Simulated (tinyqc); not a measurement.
UHF in the sto-6g basis, for H4, spin multiplicity 3, step by step. This run ends on a higher stationary point, not on the lowest solution. Computed by tinyqc, a small Python program that keeps every step (integrals from PySCF). Settings: charge = 0, multiplicity = 3, basis = sto-6g, energy threshold = 1e-10, iteration cap = 55, orthogonalisation = canonical, start = core, DIIS depth = 4, DIIS from iteration = 2, damping = 0.2, shift = 1.0, method = UHF. Command: `OMP_NUM_THREADS=1 python tinyqc.py 28639 28640 out.jsonl` (the two numbers bound the seeds that draw the settings). One thread of a shared host (Intel(R) Xeon(R) Processor @ 2.60GHz), about 0.1 s of CPU time with the checks. Later iterations appear only in the table of the cycle.

## One-electron integrals

Geometry (angstrom):
```
atom       x       y       z
H     0.0000  0.0000  0.0000
H     0.0000  0.0000  1.2330
H     0.0000  2.4620  0.0000
H     0.0000  2.4620  1.2330
```

Basis sto-6g: exponents (1/bohr^2) and contraction coefficients of normalised primitives:
```
element  l (shell)  exponent  coefficient
H            s (1)   35.5232       0.0092
H            s (1)    6.5131       0.0494
H            s (1)    1.8221       0.1685
H            s (1)    0.6260       0.3706
H            s (1)    0.2431       0.4165
H            s (1)    0.1001       0.1303
```

Overlap, kinetic and nuclear-attraction integrals over the contracted functions; the nuclear repulsion is the sum of Za Zb / Rab.

nuclear repulsion = 1.672601 hartree

overlap S:
```
        1H 1s   2H 1s   3H 1s   4H 1s
1H 1s  1.0000  0.3711  0.0558  0.0337
2H 1s  0.3711  1.0000  0.0337  0.0558
3H 1s  0.0558  0.0337  1.0000  0.3711
4H 1s  0.0337  0.0558  0.3711  1.0000
```

kinetic energy T (hartree):
```
         1H 1s    2H 1s    3H 1s    4H 1s
1H 1s   0.7685   0.0473  -0.0104  -0.0077
2H 1s   0.0473   0.7685  -0.0077  -0.0104
3H 1s  -0.0104  -0.0077   0.7685   0.0473
4H 1s  -0.0077  -0.0104   0.0473   0.7685
```

nuclear attraction V (hartree):
```
         1H 1s    2H 1s    3H 1s    4H 1s
1H 1s  -2.0707  -0.6904  -0.0865  -0.0537
2H 1s  -0.6904  -2.0707  -0.0537  -0.0865
3H 1s  -0.0865  -0.0537  -2.0707  -0.6904
4H 1s  -0.0537  -0.0865  -0.6904  -2.0707
```

core Hamiltonian H = T + V (hartree):
```
         1H 1s    2H 1s    3H 1s    4H 1s
1H 1s  -1.3022  -0.6431  -0.0969  -0.0614
2H 1s  -0.6431  -1.3022  -0.0614  -0.0969
3H 1s  -0.0969  -0.0614  -1.3022  -0.6431
4H 1s  -0.0614  -0.0969  -0.6431  -1.3022
```

## Two-electron integrals

Functions are numbered as in S; the eight-fold symmetry (ij|kl) = (ji|kl) = (kl|ij) leaves the list below.

Two-electron integrals (ij|kl) in chemists' order, unique and non-zero (hartree):
```
(11|11) 0.7750     (21|11) 0.2153     (21|21) 0.0832     (22|11) 0.4089
(22|21) 0.2153     (22|22) 0.7750     (31|11) 0.0230     (31|21) 0.0075
(31|22) 0.0167     (31|31) 0.0014     (32|11) 0.0117     (32|21) 0.0047
(32|22) 0.0130     (32|31) 0.0008     (32|32) 4.98e-04   (33|11) 0.2148
(33|21) 0.0769     (33|22) 0.1921     (33|31) 0.0230     (33|32) 0.0130
(33|33) 0.7750     (41|11) 0.0130     (41|21) 0.0047     (41|22) 0.0117
(41|31) 0.0008     (41|32) 4.87e-04   (41|33) 0.0117     (41|41) 4.98e-04
(42|11) 0.0167     (42|21) 0.0075     (42|22) 0.0230     (42|31) 0.0011
(42|32) 0.0008     (42|33) 0.0167     (42|41) 0.0008     (42|42) 0.0014
(43|11) 0.0769     (43|21) 0.0292     (43|22) 0.0769     (43|31) 0.0075
(43|32) 0.0047     (43|33) 0.2153     (43|41) 0.0047     (43|42) 0.0075
(43|43) 0.0832     (44|11) 0.1921     (44|21) 0.0769     (44|22) 0.2148
(44|31) 0.0167     (44|32) 0.0117     (44|33) 0.4089     (44|41) 0.0130
(44|42) 0.0230     (44|43) 0.2153     (44|44) 0.7750
```

## Orthogonalisation

S = U s U^T; canonical form X = U s^(-1/2), so that X^T S X = 1. Each column of U has its largest component positive (the first on a tie).

eigenvalues of S: 0.6068  0.6511  1.2816  1.4605

X:
```
             1        2        3       4
1H 1s   0.6419   0.6197   0.4417  0.4137
2H 1s  -0.6419  -0.6197   0.4417  0.4137
3H 1s  -0.6419   0.6197  -0.4417  0.4137
4H 1s   0.6419  -0.6197  -0.4417  0.4137
```

## Starting guess

The start is the orbitals of the core Hamiltonian; D(s) = C_occ C_occ^T for each spin.

D(alpha) at the start:
```
         1H 1s    2H 1s    3H 1s    4H 1s
1H 1s   0.7502  -0.0178   0.3601  -0.4079
2H 1s  -0.0178   0.7502  -0.4079   0.3601
3H 1s   0.3601  -0.4079   0.7502  -0.0178
4H 1s  -0.4079   0.3601  -0.0178   0.7502
```

D(beta) at the start:
```
        1H 1s   2H 1s   3H 1s   4H 1s
1H 1s  0.1712  0.1712  0.1712  0.1712
2H 1s  0.1712  0.1712  0.1712  0.1712
3H 1s  0.1712  0.1712  0.1712  0.1712
4H 1s  0.1712  0.1712  0.1712  0.1712
```

## Iteration 1: building the Fock matrix

J_ij = sum D_kl (ij|kl) with D = D(alpha) + D(beta), K_ij = sum D_kl (ik|jl) for each spin; F = H + J - K(s); E = tr D H + tr D J / 2 - 0.5 sum_s tr D(s) K(s) + E_nn.

Coulomb J (hartree):
```
        1H 1s   2H 1s   3H 1s   4H 1s
1H 1s  1.5860  0.5844  0.0797  0.0496
2H 1s  0.5844  1.5860  0.0496  0.0797
3H 1s  0.0797  0.0496  1.5860  0.5844
4H 1s  0.0496  0.0797  0.5844  1.5860
```

exchange K(alpha) (hartree):
```
         1H 1s    2H 1s    3H 1s    4H 1s
1H 1s   0.6409   0.3118   0.0662  -0.0050
2H 1s   0.3118   0.6409  -0.0050   0.0662
3H 1s   0.0662  -0.0050   0.6409   0.3118
4H 1s  -0.0050   0.0662   0.3118   0.6409
```

exchange K(beta) (hartree):
```
        1H 1s   2H 1s   3H 1s   4H 1s
1H 1s  0.2377  0.1724  0.0848  0.0791
2H 1s  0.1724  0.2377  0.0791  0.0848
3H 1s  0.0848  0.0791  0.2377  0.1724
4H 1s  0.0791  0.0848  0.1724  0.2377
```

F(alpha) (hartree):
```
         1H 1s    2H 1s    3H 1s    4H 1s
1H 1s  -0.3571  -0.3705  -0.0833  -0.0068
2H 1s  -0.3705  -0.3571  -0.0068  -0.0833
3H 1s  -0.0833  -0.0068  -0.3571  -0.3705
4H 1s  -0.0068  -0.0833  -0.3705  -0.3571
```

F(beta) (hartree):
```
         1H 1s    2H 1s    3H 1s    4H 1s
1H 1s   0.0461  -0.2311  -0.1020  -0.0909
2H 1s  -0.2311   0.0461  -0.0909  -0.1020
3H 1s  -0.1020  -0.0909   0.0461  -0.2311
4H 1s  -0.0909  -0.1020  -0.2311   0.0461
```

total energy of this density = -1.704636 hartree

This density is the starting one.

## Iteration 1: diagonalisation and new density

A level shift of 1 hartree raises the virtual space: F + shift (S - S D(s) S), with D(s) the density of one spin. Diagonalise F' = X^T F X, C = X C', fill 3 alpha and 1 beta electrons from the bottom; D(s) = C_occ C_occ^T; the new density keeps 0.2 of the old one (damping). Each column has its largest component positive (the first on a tie).

F' = X^T F X (alpha) (hartree):
```
        1        2        3        4
1  1.1482   0.0000   0.0000   0.0000
2  0.0000  -0.0970   0.0000   0.0000
3  0.0000   0.0000  -0.4974   0.0000
4  0.0000   0.0000   0.0000  -0.5599
```

orbital energies (alpha) (hartree): MO1 -0.5599, MO2 -0.4974, MO3 -0.0970, MO4 1.1482

coefficients C (alpha):
```
          MO1      MO2      MO3      MO4
1H 1s  0.4137   0.4417   0.6197   0.6419
2H 1s  0.4137   0.4417  -0.6197  -0.6419
3H 1s  0.4137  -0.4417   0.6197  -0.6419
4H 1s  0.4137  -0.4417  -0.6197   0.6419
```

F' = X^T F X (beta) (hartree):
```
        1       2       3        4
1  1.4750  0.0000  0.0000   0.0000
2  0.0000  1.4088  0.0000   0.0000
3  0.0000  0.0000  1.0062   0.0000
4  0.0000  0.0000  0.0000  -0.2587
```

orbital energies (beta) (hartree): MO1 -0.2587, MO2 1.0062, MO3 1.4088, MO4 1.4750

coefficients C (beta):
```
          MO1      MO2      MO3      MO4
1H 1s  0.4137   0.4417   0.6197   0.6419
2H 1s  0.4137   0.4417  -0.6197  -0.6419
3H 1s  0.4137  -0.4417   0.6197  -0.6419
4H 1s  0.4137  -0.4417  -0.6197   0.6419
```

D(alpha) after iteration 1:
```
         1H 1s    2H 1s    3H 1s    4H 1s
1H 1s   0.7502  -0.0178   0.3601  -0.4079
2H 1s  -0.0178   0.7502  -0.4079   0.3601
3H 1s   0.3601  -0.4079   0.7502  -0.0178
4H 1s  -0.4079   0.3601  -0.0178   0.7502
```

D(beta) after iteration 1:
```
        1H 1s   2H 1s   3H 1s   4H 1s
1H 1s  0.1712  0.1712  0.1712  0.1712
2H 1s  0.1712  0.1712  0.1712  0.1712
3H 1s  0.1712  0.1712  0.1712  0.1712
4H 1s  0.1712  0.1712  0.1712  0.1712
```

## Iteration 2: building the Fock matrix

As before.

Coulomb J (hartree):
```
        1H 1s   2H 1s   3H 1s   4H 1s
1H 1s  1.5860  0.5844  0.0797  0.0496
2H 1s  0.5844  1.5860  0.0496  0.0797
3H 1s  0.0797  0.0496  1.5860  0.5844
4H 1s  0.0496  0.0797  0.5844  1.5860
```

exchange K(alpha) (hartree):
```
         1H 1s    2H 1s    3H 1s    4H 1s
1H 1s   0.6409   0.3118   0.0662  -0.0050
2H 1s   0.3118   0.6409  -0.0050   0.0662
3H 1s   0.0662  -0.0050   0.6409   0.3118
4H 1s  -0.0050   0.0662   0.3118   0.6409
```

exchange K(beta) (hartree):
```
        1H 1s   2H 1s   3H 1s   4H 1s
1H 1s  0.2377  0.1724  0.0848  0.0791
2H 1s  0.1724  0.2377  0.0791  0.0848
3H 1s  0.0848  0.0791  0.2377  0.1724
4H 1s  0.0791  0.0848  0.1724  0.2377
```

F(alpha) (hartree):
```
         1H 1s    2H 1s    3H 1s    4H 1s
1H 1s  -0.3571  -0.3705  -0.0833  -0.0068
2H 1s  -0.3705  -0.3571  -0.0068  -0.0833
3H 1s  -0.0833  -0.0068  -0.3571  -0.3705
4H 1s  -0.0068  -0.0833  -0.3705  -0.3571
```

F(beta) (hartree):
```
         1H 1s    2H 1s    3H 1s    4H 1s
1H 1s   0.0461  -0.2311  -0.1020  -0.0909
2H 1s  -0.2311   0.0461  -0.0909  -0.1020
3H 1s  -0.1020  -0.0909   0.0461  -0.2311
4H 1s  -0.0909  -0.1020  -0.2311   0.0461
```

total energy of this density = -1.704636 hartree

This density is a damped mixture and is not idempotent.

## Iteration 2 (converged): orbitals

Diagonalise F' = X^T F X, C = X C', fill 3 alpha and 1 beta electrons from the bottom; D(s) = C_occ C_occ^T. Each column has its largest component positive (the first on a tie).

F' = X^T F X (alpha) (hartree):
```
        1        2        3        4
1  0.1482   0.0000   0.0000   0.0000
2  0.0000  -0.0970   0.0000   0.0000
3  0.0000   0.0000  -0.4974   0.0000
4  0.0000   0.0000   0.0000  -0.5599
```

orbital energies (alpha) (hartree): MO1 -0.5599, MO2 -0.4974, MO3 -0.0970, MO4 0.1482

coefficients C (alpha):
```
          MO1      MO2      MO3      MO4
1H 1s  0.4137   0.4417   0.6197   0.6419
2H 1s  0.4137   0.4417  -0.6197  -0.6419
3H 1s  0.4137  -0.4417   0.6197  -0.6419
4H 1s  0.4137  -0.4417  -0.6197   0.6419
```

F' = X^T F X (beta) (hartree):
```
        1       2       3        4
1  0.4750  0.0000  0.0000   0.0000
2  0.0000  0.4088  0.0000   0.0000
3  0.0000  0.0000  0.0062   0.0000
4  0.0000  0.0000  0.0000  -0.2587
```

orbital energies (beta) (hartree): MO1 -0.2587, MO2 0.0062, MO3 0.4088, MO4 0.4750

coefficients C (beta):
```
          MO1      MO2      MO3      MO4
1H 1s  0.4137   0.4417   0.6197   0.6419
2H 1s  0.4137   0.4417  -0.6197  -0.6419
3H 1s  0.4137  -0.4417   0.6197  -0.6419
4H 1s  0.4137  -0.4417  -0.6197   0.6419
```

D(alpha) after iteration 2:
```
         1H 1s    2H 1s    3H 1s    4H 1s
1H 1s   0.7502  -0.0178   0.3601  -0.4079
2H 1s  -0.0178   0.7502  -0.4079   0.3601
3H 1s   0.3601  -0.4079   0.7502  -0.0178
4H 1s  -0.4079   0.3601  -0.0178   0.7502
```

D(beta) after iteration 2:
```
        1H 1s   2H 1s   3H 1s   4H 1s
1H 1s  0.1712  0.1712  0.1712  0.1712
2H 1s  0.1712  0.1712  0.1712  0.1712
3H 1s  0.1712  0.1712  0.1712  0.1712
4H 1s  0.1712  0.1712  0.1712  0.1712
```

## Convergence

Stop when the energy changes by less than 1e-10 hartree and every element of the error matrix X^T (F D S - S D F) X (for each spin) is below 3e-06.

Course of the cycle:
```
iteration  E (hartree)    change  largest element of the error matrix
1            -1.704636         -                             4.72e-15
2            -1.704636  4.44e-16                             3.61e-15
```

PySCF UHF in the same basis, after a stability check = -1.853235 hartree

Converged in 2 iterations. But the solution lies 0.14860 hartree above the reference: it is another stationary point, not the lowest one. Reruns (cap 100 unless said): DIIS 8: converged in 2 to a higher stationary point; damping 0.5: converged in 2 to a higher stationary point; level shift 0.5: converged in 2 to a higher stationary point; atomic densities as start, DIIS 8: converged in 3 to a higher stationary point.

## Populations, bond orders and dipole

Mulliken: Z minus the diagonal of D S on the atom; Loewdin: the same with S^(1/2) D S^(1/2); Mayer order: 2 sum_s sum (D(s) S)_ij (D(s) S)_ji over the two atoms.

Charges (e):
```
atom  Mulliken  Loewdin  Mulliken spin
1H           0        0         0.5000
2H           0        0         0.5000
3H           0        0         0.5000
4H           0        0         0.5000
```

Mayer bond orders:
```
pair   order
2-1   0.2500
3-1   0.2500
3-2   0.2500
4-1   0.2500
4-2   0.2500
4-3   0.2500
```

dipole moment about the origin, x y z (debye): 0.0000  0.0000  0.0000

<S^2> of the determinant (pure state: 2) = 2.0000
